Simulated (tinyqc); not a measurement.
## Delay unit and parasitic delay from two ring oscillators

Problem. A ring of 51 inverters oscillates at 1/(2 x 51 d), with stage delay d = tau (h + p) for fan-out h. Find tau, p and the delay at fan-out 4.

frequencies of 51-stage ring oscillators with fan-out 1 and 6 (GHz): 1.1226421  0.30558090

Answer. d is a straight line in h with slope tau and intercept tau p.

tau = 4.670 ps
p = 0.8700
delay at fan-out 4 = 22.74 ps

Numbers from tinyqc (`OMP_NUM_THREADS=1 python tinyqc.py 2082174 2082175 out.jsonl`; about 0.01 s on one thread of a shared Intel Xeon 2.30GHz).
